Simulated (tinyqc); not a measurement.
MOSFET in the linear regime without short-channel effects, parameter extraction from computed curves: extraction methods against the first mobility attenuation factor.

Inversion charge Q = Cox n Vt W0(exp((Vg - VT)/(n Vt))), W0 the Lambert function and n = nf; u = Q/Cox; mobility mu = mu0/(1 + th1 u + th2 u^2); channel resistance Rch = (L - dL)/(W mu Q); Id = Vd/(Rch + Rsd/W). Cox = eps0 eox/tox. Small Vd, no channel-length or drain effects.

From the continuous curve Id(Vg): tangent at peak gm (V_ext = Vg - Id/gm); constant current Id = 0.1 uA W/L; peak of d2Id/dVg2; Y = Id/sqrt(gm) drawn through Vg = VT + 0.6 and VT + 0.8 V, with intercept VT_Y and slope s. Mobilities gm,max L/(W Cox Vd) and s^2 L/(W Cox Vd) with the drawn L. Last column: share of Rsd/W in the total resistance at VT + 0.8 V.

Inputs (values chosen for the exercise); channel values of the order met in silicon transistors:
```
symbol,value,unit,meaning
T,400,K,temperature
eox,3.9,,relative permittivity of the gate insulator (close to silicon dioxide)
tox,1.2,nm,insulator thickness
mu0,130,cm^2/(V s),low-field mobility
th2,0,1/V^2,second mobility attenuation factor
VT,0.41,V,threshold voltage
nf,1.43,,body factor
W,0.5,um,gate width
L,0.068,um,drawn gate length
dL,0.004,um,drawn less effective length
Rsd,310,ohm um,source plus drain resistance
Vd,0.05,V,drain voltage
```

Constants: q = 1.602176634e-19 C, kB = 1.380649e-23 J/K, Vt = kB T/q, eps0 = 8.8541878128e-14 F/cm where lengths are in cm. Results are converted to the units shown.

Extraction methods against the first mobility attenuation factor:
columns A: th1 (1/V); B: V_ext (V); C: constant current (V); D: second derivative (V); E: VT_Y (V); F: mobility from gm (cm^2/(V s)); G: mobility from Y (cm^2/(V s)); H: series share (%)
```
A        B      C      D      E     F    G     H
0    0.369  0.303  0.380  0.455  66.3  117  54.9
0.2  0.366  0.303  0.378  0.455  64.1  117  51.7
0.4  0.363  0.303  0.377  0.455  62.1  117  49.0
0.6  0.360  0.303  0.375  0.455  60.2  117  46.4
0.8  0.358  0.303  0.373  0.455  58.5  117  44.2
1    0.356  0.303  0.372  0.455  57.0  117  42.1
1.2  0.353  0.303  0.371  0.455  55.5  117  40.3
```

The model has VT = 0.41 V and mu0 = 130 cm^2/(V s). Over the table the extracted thresholds move by 15 mV (tangent), under 0.5 mV (constant current), 9.0 mV (second derivative), under 0.5 mV (Y function). The mobility from gm falls from 66.3 to 55.5 and that from Y stays near 117 cm^2/(V s).

Numbers from tinyqc (`OMP_NUM_THREADS=1 python tinyqc.py 2210059 2210060 out.jsonl`; about 0.01 s on one thread of a shared Intel Xeon 2.30GHz).
